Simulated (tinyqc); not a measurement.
# Correction of a charged-defect supercell by a model charge and potential alignment (plane-averaged potentials), step by step

A worked calculation. Computed by tinyqc, a small Python program that keeps every step. Command: `OMP_NUM_THREADS=1 python tinyqc.py 3113270 3113271 out.jsonl align walk`. One thread of a shared host (Intel(R) Xeon(R) Processor @ 2.30GHz), about 0.01 s of CPU time with the checks. Intermediate numbers are printed to about 6 digits and carried at full precision; extremes and crossings named in words are read from the listed rows.

The "true" defect charge is (1 - x) q in a Gaussian of width sigma plus x q in one of width sigma_t, so the exact answer is known; the correction sees only a single model Gaussian of width sigma_m. A Gaussian of width s has the transform rho(G) = exp(-G^2 s^2/2), normalised to 1. A uniform background cancels q, so G = 0 is left out. Potentials are those felt by a unit positive charge. E_0 is the formation energy of the isolated defect, E_cell its value in the supercell, E_lat = E_iso - E_per of the model charge, C the true less the model potential far from the defect; the exact correction is E_0 - E_cell, and the error of a scheme is E_cell plus its correction less E_0.

Inputs (values chosen for the exercise, with screening close to that of silicon):

| quantity | value | unit |
|---|---|---|
| defect charge q | 3 | e |
| dielectric constant eps | 11.6 | - |
| edge of the cubic cell L | 13.8 | angstrom |
| width sigma of the true defect charge | 1.2 | angstrom |
| width sigma_m of the model charge | 1.1 | angstrom |
| share x of the charge in a wide tail | 0 | - |
| width sigma_t of the tail | 2.3 | angstrom |
| formation energy of the isolated defect E_0 | 1.78 | eV |

Constants: e^2/(4 pi eps_0) = 14.39964548 eV angstrom.

## The supercell energy and its true error

Periodic energy E_per = (2 pi q^2/(eps L^3)) (e^2/(4 pi eps_0)) sum_(G != 0) rho(G)^2/G^2, G = (2 pi/L)(n1, n2, n3), |n_i| <= 16. Isolated energy: two Gaussians of charges q_a, q_b and widths a, b interact by q_a q_b (e^2/(4 pi eps_0 eps)) sqrt(2/pi)/sqrt(a^2 + b^2), and the self-energy is half the sum over pairs. Supercell value E_cell = E_0 + E_per - E_iso for the true charge.

E_iso, true charge = 2.62634 eV

E_per, true charge = 1.51630 eV

E_cell = 0.669960 eV

exact correction = 1.11004 eV

## Lattice energy of the model charge

E_lat = E_iso - E_per for the model charge; point-charge value alpha q^2 e^2/(4 pi eps_0 eps 2 L) with alpha = 2.837297.

E_iso, model = 2.86509 eV

E_per, model = 1.74891 eV

E_lat = 1.11618 eV

point-charge value = 1.14850 eV

## Plane-averaged potentials

Plane-averaged potential at distance z from the defect: V(z) = (4 pi q/(eps L^3)) (e^2/(4 pi eps_0 e)) sum_(m != 0) rho(G_m) cos(G_m z)/G_m^2, G_m = 2 pi m/L, |m| <= 40.

Potentials (V):

| z/L | z (angstrom) | true | model | difference |
|---|---|---|---|---|
| 0.00 | 0.00 | 0.177775 | 0.185531 | -0.00775561 |
| 0.05 | 0.69 | 0.163085 | 0.169223 | -0.00613824 |
| 0.10 | 1.38 | 0.124501 | 0.127222 | -0.00272066 |
| 0.15 | 2.07 | 0.074158 | 0.074051 | 0.00010723 |
| 0.20 | 2.76 | 0.023045 | 0.021550 | 0.00149473 |
| 0.25 | 3.45 | -0.022677 | -0.024615 | 0.00193703 |
| 0.30 | 4.14 | -0.060675 | -0.062707 | 0.00203214 |
| 0.35 | 4.83 | -0.090328 | -0.092374 | 0.00204622 |
| 0.40 | 5.52 | -0.111521 | -0.113569 | 0.00204768 |
| 0.45 | 6.21 | -0.124238 | -0.126285 | 0.00204778 |
| 0.50 | 6.90 | -0.128477 | -0.130524 | 0.00204779 |

The difference moves by 0.00 mV between z/L = 0.4 and 0.5: a plateau.

## Alignment and corrected energy

C = difference at z = L/2; E_corr = E_cell + E_lat - q C. For charges that have died out at L/2, C = (2 pi q/(eps L^3)) (e^2/(4 pi eps_0 e)) (<s^2> - sigma_m^2), <s^2> = (1 - x) sigma^2 + x sigma_t^2.

alignment C = 0.00204779 V

C, closed form = 0.00204779 V

E_corr = 1.78000 eV

error with alignment (rounded to 1e-4 meV) = 0 meV

error without alignment = 6.14337 meV

error with the point-charge term alone = 38.4627 meV

error without correction = -1110.04 meV

Errors are measured against E_0. Alignment cuts the error of the model charge from 6.1 to below 0.001 meV.

## Errors against cell size

Schemes: none; point-charge term alpha q^2 e^2/(4 pi eps_0 eps 2 L), alpha = 2.837297; E_lat of the model; E_lat - q C with C at z = L/2.

Error against E_0 (meV):

| L (angstrom) | none | point charge | model charge | model and alignment |
|---|---|---|---|---|
| 9.66 | -1528.58 | 112.136 | 17.9107 | 0.0191481 |
| 11.70 | -1291.53 | 63.113 | 10.0806 | 0.0002344 |
| 13.80 | -1110.04 | 38.463 | 6.1434 | 0.0000013 |
| 16.60 | -932.68 | 22.098 | 3.5296 | 0.0000000 |
| 20.70 | -754.27 | 11.396 | 1.8203 | 0.0000000 |

Between the last two rows the uncorrected error scales as L^-0.96 and the point-charge remainder as L^-3.00. With alignment the error is 0.0 meV in the smallest cell and 0.00 meV in the largest.

Checks made by the program: E_lat against the point-charge value less 2 pi q^2 sigma_m^2 e^2/(4 pi eps_0 eps L^3) (relative difference 2e-07).
